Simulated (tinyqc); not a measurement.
Current crowding under a contact, resistor ladder against the transmission-line model: one step of the calculation.

A metal contact of length d and width W on a thin layer of the same width. The metal has no resistance, the sheet resistance under it equals Rsh, and current enters the layer at the front edge x = 0.

Question. The transmission-line result. Transfer length Lt = sqrt(rc/Rsh); front resistance Rc = (Rsh Lt/W) coth(d/Lt); end resistance Re = (Rsh Lt/W)/sinh(d/Lt). v(x) = I (Rsh Lt/W) cosh((d - x)/Lt)/sinh(d/Lt) at the cell centres x = (i - 1/2) d/n.

Values chosen for this exercise:
```
symbol   value      unit                                      meaning
Rsh        710    ohm/sq  sheet resistance of the semiconductor layer
rc      1.1e-7  ohm cm^2                 specific contact resistivity
d         0.12        um                               contact length
W          1.1        um                                contact width
n            9                                                  cells
I            2        mA                                      current
```

Wanted: Lt; Rc; Re; v(x).

Answer.

Lt = 0.1245 um
Rc = 107.7 ohm
Re = 71.70 ohm

| cell | v(x) (mV) |
|---|---|
| 1 | 207.1 |
| 2 | 192.2 |
| 3 | 179.6 |
| 4 | 169.0 |
| 5 | 160.4 |
| 6 | 153.6 |
| 7 | 148.6 |
| 8 | 145.3 |
| 9 | 143.6 |

The ladder's Rc is 0.17 % above this value, with cells 0.11 Lt long.

Program tinyqc, `OMP_NUM_THREADS=1 python tinyqc.py 2760022 2760023 out.jsonl`; Intel Xeon 2.30GHz, shared host, one thread, about 0.01 s.
